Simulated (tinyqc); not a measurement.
Three structures under pressure: Born-Mayer model of an ionic crystal AB. Computed by tinyqc, a small Python program. Command: `OMP_NUM_THREADS=1 python tinyqc.py 3006085 3006086 out.jsonl bornmayer walk`. One thread of a shared host (Intel(R) Xeon(R) Processor @ 2.30GHz), about 0.01 s of CPU time with the checks.

Energies are per ion pair and r is the nearest distance of unlike ions.

Inputs (values chosen for the exercise, for a model salt): ionic charge z = 1; unlike repulsion lambda = 1830 eV; range rho = 0.324 angstrom.

Structure: rock salt. Short range: nearest neighbours only.

Constants: e^2/(4 pi eps_0) = 14.39964548 eV angstrom; 1 eV/angstrom^3 = 160.2176634 GPa.

Method:
- Madelung constant M, unlike neighbours z1, like neighbours z2 at f r, volume per pair: rock salt 1.747565, 6, 12, sqrt2, 2 r^3; caesium chloride 1.762675, 8, 6, 2/sqrt3, 8 r^3/(3 sqrt3); zinc blende 1.638055, 4, 12, sqrt(8/3), 16 r^3/(3 sqrt3).
- U(r) = -M z^2 e^2/(4 pi eps_0 r) + z1 lambda exp(-r/rho).
- With the volume written as c r^3, under pressure take the root at the minimum of the enthalpy and solve U'(r) + 3 c r^2 P = 0; H = U + P V; B = (U'' - 2 U'/r)/(9 c r).

Enthalpy (eV per pair):

| P (GPa) | rock salt | caesium chloride | zinc blende |
|---|---|---|---|
| 0 | -7.355 | -7.182 | -7.186 |
| 2 | -6.672 | -6.591 | -6.288 |
| 5 | -5.733 | -5.771 | -5.085 |
| 10 | -4.309 | -4.516 | -3.298 |
| 20 | -1.778 | -2.262 | -0.179 |
| 40 | 2.599 | 1.670 | 5.113 |
| 70 | 8.248 | 6.790 | 11.832 |
| 100 | 13.257 | 11.361 | 17.718 |

volumes at zero pressure (angstrom^3): rock salt 57.254, caesium chloride 49.195, zinc blende 76.515

What does the comparison show, and why?

At zero pressure the order is rock salt < zinc blende < caesium chloride. Between 2 and 5 GPa the lowest enthalpy passes from rock salt to caesium chloride. Pressure favours the denser structure, through P V. The Madelung constants, the number of repulsive contacts and the volumes (57.3, 49.2, 76.5 angstrom^3 at P = 0) all matter. Caution: rigid ions with fixed charges leave out polarisation and covalency, so such models often misplace transition pressures.

Extremes, crossings and ranges named in words are read from the listed rows.
